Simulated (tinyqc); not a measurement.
# Lateral field, substrate current, probability of reaching the oxide barrier and hot-carrier lifetime of a silicon transistor (pseudo-two-dimensional and lucky-electron models), step by step

A worked calculation. Computed by tinyqc, a small Python program that keeps every step. Command: `OMP_NUM_THREADS=1 python tinyqc.py 3027111 3027112 out.jsonl hotcar walk`. One thread of a shared host (Intel(R) Xeon(R) Processor @ 2.30GHz), about 0.01 s of CPU time with the checks. Intermediate numbers are printed to about 5 digits and carried at full precision; extremes and crossings named in words are read from the listed rows.

Local-field models: a lucky carrier gains its energy at the peak field over a path free of collisions. Voltages are magnitudes.

Inputs (values chosen for the exercise, modelled on a silicon n-channel):
```
quantity                              value                      unit
channel length L                       1100                        nm
oxide thickness t                        20                        nm
junction depth x_j                      380                        nm
mobility mu                             350                cm^2/(V s)
saturation velocity v_s                0.88                  1e7 cm/s
threshold voltage V_T                  0.63                         V
gate voltage V_G                        5.3                         V
drain voltage V_D                       9.3                         V
ionisation prefactor A_i              2e+06                      1/cm
ionisation field B_i                    1.7                     MV/cm
hot-carrier mean free path lambda         7                        nm
oxide barrier phi_b                     3.1                        eV
interface-trap threshold phi_it         3.7                        eV
lifetime constant H                      40  s microampere/micrometre
length of the depleted extension L_n    140                        nm
```

Drain: lightly doped extension.

Constants: eps_0 = 8.8541878128e-12 F/m.

## Saturation point and current

C_ox = 3.9 eps_0/t; F_sat = 2 v_s/mu; V_Dsat = V_ov F_sat L/(V_ov + F_sat L), V_ov = V_G - V_T; I_D/W = C_ox v_s (V_ov - V_Dsat).

F_sat = 50.286 kV/cm

V_Dsat = 2.5322 V

drain current I_D/W = 324.82 microampere/micrometre

## Peak lateral field

Scale length l = 0.22 t^(1/3) x_j^(1/2) (all in cm); F_m = sqrt(((V_D - V_Dsat)/l_e)^2 + F_sat^2), with l_e = l + L_n; length of the velocity-saturated region l_e ln((V_D - V_Dsat)/(l_e F_sat) + F_m/F_sat).

scale length l = 170.87 nm

peak field F_m = 223.44 kV/cm

velocity-saturated length = 675.10 nm

energy gained over one free path, e lambda F_m = 0.15641 eV

The field rises from F_sat to F_m as cosh(x/l_e), a factor 4.4, over 61 % of L. Caution: the saturated region fills most of the channel, so the split into two regions is rough.

## Hot-carrier currents and lifetime

Substrate current I_sub/I_D = (A_i/B_i)(V_D - V_Dsat) exp(-B_i/F_m); probability of reaching the oxide barrier exp(-phi_b/(e lambda F_m)); lifetime tau = (H/(I_D/W)) exp(phi_it/(e lambda F_m)).

I_sub/I_D = 0.0039517

substrate current I_sub/W = 1.2836 microampere/micrometre

probability of reaching phi_b = 2.4678e-09

lifetime tau = 2.3127e+09 s

exponent m = phi_it/(e lambda B_i) = 3.1092

Since both exponentials depend on 1/F_m, tau I_D scales about as (I_sub/I_D)^(-m) with m = 3.11, which lets I_sub serve as the monitor. The lifetime is 7.33 times ten years (3.156e8 s).

## Substrate current against gate voltage

The formulas are those given above.

At the given drain voltage:
```
V_G (V)  V_Dsat (V)  I_D/W (microampere/micrometre)  F_m (kV/cm)  I_sub/W (microampere/micrometre)     tau (s)
1.1          0.4332                            5.59       289.63                            0.1647  6.0305e+08
1.6          0.8253                           21.99       277.21                            0.4760  3.4725e+08
2.4          1.3409                           65.19       260.92                            0.9037  3.8529e+08
3.3          1.8008                          132.07       246.42                            1.1757  6.2638e+08
4.5          2.2770                          242.04       231.45                            1.2914  1.3692e+09
5.9          2.6988                          390.67       218.22                            1.2553  3.3856e+09
7.4          3.0442                          566.09       207.43                            1.1492  8.2427e+09
8.8          3.2983                          740.19       199.50                            1.0412  1.7340e+10
10.0         3.4782                          895.19       193.91                            0.9553  3.0784e+10
```

I_sub peaks at V_G = 4.5 V, 0.48 V_D: a higher gate voltage brings more carriers but raises V_Dsat and so lowers F_m. The shortest lifetime among the rows lies at V_G = 1.6 V, below that of the largest I_sub, since tau depends more steeply on the field.

## Extrapolating accelerated tests

V_10 solves tau = 3.156e8 s at the given V_G. The extrapolation fits ln(tau) against 1/V_D at 1, 1.08, 1.16 and 1.25 times the given V_D (rounded to 3 digits) by least squares and reads off the same tau.

Stress points:
```
V_D (V)  1/V_D (1/V)     tau (s)
9.3          0.10753  2.3127e+09
10.0         0.10000  2.7767e+08
10.8         0.09259  3.7270e+07
11.6         0.08621  7.0104e+06
```

ten-year drain voltage V_10 = 9.9539 V

V_10 from the 1/V_D extrapolation = 9.9670 V

The extrapolation is 13 mV above the true value.

Checks made by the program: voltage drop as the integral of F_sat cosh(x/l_e) over the saturated length (relative difference below 1e-10).
